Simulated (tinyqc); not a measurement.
Finite-difference solution of the diffusion equation on a small grid: one step, computed by the program tinyqc.

dC/dt = D d2C/dx2 on nodes x_j = j dx, j = 0..7; the far end is sealed.

Question. Time step 2. With r = D dt/dx^2: (1 - theta r M) C(new) = (1 + (1 - theta) r M) C(old); theta = 0 explicit, 1 implicit, 1/2 Crank-Nicolson.

Boundary at x = 0: sealed surface. Scheme: explicit.

operator M, rows 0, 1, 2, 3, 4, 5, 6, 7:
```
[[-2, 2, 0, 0, 0, 0, 0, 0],
 [1, -2, 1, 0, 0, 0, 0, 0],
 [0, 1, -2, 1, 0, 0, 0, 0],
 [0, 0, 1, -2, 1, 0, 0, 0],
 [0, 0, 0, 1, -2, 1, 0, 0],
 [0, 0, 0, 0, 1, -2, 1, 0],
 [0, 0, 0, 0, 0, 1, -2, 1],
 [0, 0, 0, 0, 0, 0, 2, -2]]
```

mesh ratio r = 0.204

C after step 1 (%): [17.85072, 37.06164, 73.60400, 91.08520, 68.43844, 22.02140, 3.14708, 0.80376]

Give: C after step 2.

Answer.

C after step 2 (%): [25.69, 40.60, 69.72, 82.90, 63.59, 27.64, 6.52, 1.76]
